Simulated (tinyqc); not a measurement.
# Graded p-n junction, non-linear Poisson equation by Newton steps: effect of the grading length

One dimension, p side on the left, n side on the right; net doping C = (Nd - Na)/2 + ((Nd + Na)/2) tanh(x/Lg). The potential psi is counted from the intrinsic level, and the quasi-Fermi potentials are flat: 0 for holes and -V for electrons, so n = ni exp((psi + V)/Vt) and p = ni exp(-psi/Vt) (Boltzmann statistics, full ionisation, no current). Under reverse bias this makes the minority densities vanishingly small everywhere; they play no part in the charge.

The Poisson equation d/dx(eps0 eps_r dpsi/dx) = -q (p - n + C) is solved on a mesh of more than 1000 nodes that ends in neutral material (psi_p = -Vt ln(Na/ni), psi_n = Vt ln(Nd/ni) - V). C_j = q d/dV of the integral of p over x, from the linearised equation. ni = sqrt(Nc Nv) exp(-Eg/(2 Vt)), Eg in volts. Depletion approximation: Vbi = Vt ln(Na Nd/ni^2), W = sqrt(2 eps0 eps_r (Vbi - V)(1/Na + 1/Nd)/q), xp = W Nd/(Na + Nd), xn = W Na/(Na + Nd), peak field 2 (Vbi - V)/W, capacitance eps0 eps_r/W. The abrupt values quoted are those of these depletion formulas.

Inputs (values chosen for the exercise); band and dielectric values those of a made-up semiconductor: temperature T = 350 K; band gap Eg = 1.07 eV; relative permittivity eps_r = 10.1; conduction-band density of states at T Nc = 6.04e17 cm^-3; valence-band density of states at T Nv = 1.06e19 cm^-3; acceptor density of the p side Na = 5.8e16 cm^-3; donor density of the n side Nd = 1.9e18 cm^-3; bias of the p side against the n side V = -7.5 V.

Constants: q = 1.602176634e-19 C, kB = 1.380649e-23 J/K, Vt = kB T/q, eps0 = 8.8541878128e-14 F/cm where lengths are in cm. Results are converted to the units shown.

Result of one run:
```
Lg (nm)  peak |E| (kV/cm)  C_j (nF/cm^2)  eps0 eps_r/C_j (nm)
87                    311           19.9                  450
```

What becomes of these results when the grading length Lg is changed from 87 to 350 nm, all else the same?

Result of the changed run:
```
Lg (nm)  peak |E| (kV/cm)  C_j (nF/cm^2)  eps0 eps_r/C_j (nm)
350                   218           15.3                  586
```

The whole series:
```
Lg (nm)  peak |E| (kV/cm)  C_j (nF/cm^2)  eps0 eps_r/C_j (nm)
61                    331           20.5                  436
87                    311           19.9                  450
120                   290           19.1                  468
170                   267           18.0                  496
250                   240           16.6                  538
350                   218           15.3                  586
490                   196           13.9                  643
```

As Lg grows from 61 to 490 nm, the peak field falls from 331 to 196 kV/cm and C_j falls from 20.5 to 13.9 nF/cm^2. The abrupt depletion formulas give 413 kV/cm and W = 409 nm; the first row's field is 20 % below that and the last row's 52 % below it. The same voltage drops over a longer distance, so the field falls.

tinyqc, about 0.1 s, one thread, Intel Xeon 2.30GHz (shared host): `OMP_NUM_THREADS=1 python tinyqc.py 2000025 2000026 out.jsonl`
